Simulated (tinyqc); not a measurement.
# Worked calculation: MOS capacitor on a p-type substrate, surface potential from the exact charge relation

Program tinyqc, `OMP_NUM_THREADS=1 python tinyqc.py 2060112 2060113 out.jsonl`; Intel Xeon 2.30GHz, shared host, one thread, about 0.01 s. Printed values are rounded.

Uniform p-type substrate, Boltzmann statistics, full ionisation, classical densities. psi is the surface potential against the body (positive when the bands bend down) and u = psi/Vt. Traps are spread evenly over the gap and neutral at flat band, so their charge is -q Dit psi; the minority quasi-Fermi level is shifted by Vb.

Inputs (values chosen for the exercise); band and dielectric values close to those of germanium:

| symbol | value | unit | meaning |
|---|---|---|---|
| T | 400 | K | temperature |
| Eg | 0.667 | eV | band gap |
| eps_r | 16 |  | relative permittivity |
| Nc | 1.57e19 | cm^-3 | conduction-band density of states at T |
| Nv | 9.11e18 | cm^-3 | valence-band density of states at T |
| chi | 4 | eV | electron affinity |
| N | 1.2e18 | cm^-3 | acceptor density of the substrate |
| eox | 3.9 |  | relative permittivity of the gate insulator (close to silicon dioxide) |
| tox | 1.5 | nm | insulator thickness |
| phiM | 4.62 | eV | gate work function |
| Nf | 0 | cm^-2 | fixed charge at the interface, in units of q |
| Dit | 1.8e12 | cm^-2 eV^-1 | density of interface traps |
| Vb | 0 | V | reverse bias of the inversion layer against the body |
| Vg | -0.42 | V | gate voltage against the body |

Constants: q = 1.602176634e-19 C, kB = 1.380649e-23 J/K, Vt = kB T/q, eps0 = 8.8541878128e-14 F/cm where lengths are in cm. Results are converted to the units shown.

Range of the model: At this gate voltage the surface density exceeds 0.3 of the band density of states, so degeneracy and confinement would lower the charge and capacitance.

## Flat band, threshold and scales

ni = sqrt(Nc Nv) exp(-Eg/(2 Vt)), Eg in volts; phiF = Vt ln(N/ni); Cox = eps0 eox/tox; Vfb = phiM - chi - (Eg - Vt ln(Nv/N)) - q Nf/Cox; Q0 = sqrt(2 eps0 eps_r q N Vt); r = (ni/N)^2 exp(-Vb/Vt); VT = Vfb + [(2 phiF + Vb)(1 + q Dit/Cox) + sqrt(2 eps0 eps_r q N (2 phiF + Vb))/Cox].

ni = 7.51266e14 cm^-3
phiF = 0.254248 V
Cox = 2.30209 uF/cm^2
Vfb = 0.0228711 V
Q0 = 137.029 nC/cm^2
r = 3.91945e-7
VT = 0.823691 V

## Starting value

psi = Vg - Vfb (all of the voltage in the semiconductor).

psi at the start = -0.442871 V

## Iteration 1: Newton step for the surface potential

u = psi/Vt; F^2 = exp(-u) + u - 1 + r (exp(u) - u - 1); Qs = -sign(u) Q0 F; Cs = -dQs/dpsi = (Q0/Vt) |1 - exp(-u) + r (exp(u) - 1)|/(2 F). f = Vfb + psi + (q Dit psi - Qs)/Cox - Vg, f' = 1 + (Cs + q Dit)/Cox, psi(new) = psi - f/f'.

u = -12.8483
F = 616.534
Qs = 84482.9 nC/cm^2
Cs = 1225.52 uF/cm^2
f = -36.7538 V
f' = 533.477
psi after iteration 1 = -0.373976 V

This iterate lies far beyond the solution, so its charge is not a physical one.

## Iteration 2: Newton step for the surface potential

As before.

u = -10.8495
F = 226.932
Qs = 31096.2 nC/cm^2
Cs = 451.166 uF/cm^2
f = -13.4858 V
f' = 197.106
psi after iteration 2 = -0.305557 V

## Iteration 3: Newton step for the surface potential

As before.

u = -8.86461
F = 84.0667
Qs = 11519.5 nC/cm^2
Cs = 167.308 uF/cm^2
f = -4.90492 V
f' = 73.8019
psi after iteration 3 = -0.239097 V

## Course of the Newton iteration

Stop when the step is below 1e-10 V, or after 60 iterations.

Course of the iteration:

| iteration | psi before the step (V) | f (V) | step (V) |
|---|---|---|---|
| 1 | -0.442871 | -36.8 | 0.0689 |
| 2 | -0.373976 | -13.5 | 0.0684 |
| 3 | -0.305557 | -4.90 | 0.0665 |
| 4 | -0.239097 | -1.73 | 0.0598 |
| 5 | -0.179302 | -0.547 | 0.0424 |
| 6 | -0.136881 | -0.124 | 0.0163 |
| 7 | -0.120598 | -0.0110 | 1.75e-3 |
| 8 | -0.118851 | -1.07e-4 | 1.73e-5 |
| 9 | -0.118834 | -1.03e-8 | 1.66e-9 |
| 10 | -0.118834 | < 1e-11 | < 1e-14 |

Converged in 10 iterations.

## Charges, field and capacitances at the solution

converged psi = -0.118834 V

u = psi/Vt; F^2 = exp(-u) + u - 1 + r (exp(u) - u - 1); Qs = -sign(u) Q0 F; Cs = -dQs/dpsi = (Q0/Vt) |1 - exp(-u) + r (exp(u) - 1)|/(2 F). Low frequency: 1/C_LF = 1/Cox + 1/(Cs + q Dit). High frequency, in the simple estimate in which traps and minority carriers do not follow: 1/C_HF = 1/Cox + 1/Cd, Cd being Cs with r = 0 at the same psi. Minority sheet density N_inv = (Q0/(2 q)) int_0^u r (exp(t) - 1)/F(t) dt for u > 0. Oxide field |Qs - q Dit psi + q Nf|/(eps0 eox).

Qs = 711.692 nC/cm^2
N_inv = 0 cm^-2
oxide field = 2.16025 MV/cm
Cs = 11.6429 uF/cm^2
C_LF/Cox = 0.838262
C_HF/Cox = 0.834917

The surface is in accumulation (borders at |psi| = 0, phiF + Vb and 2 phiF + Vb = 0.508 V).
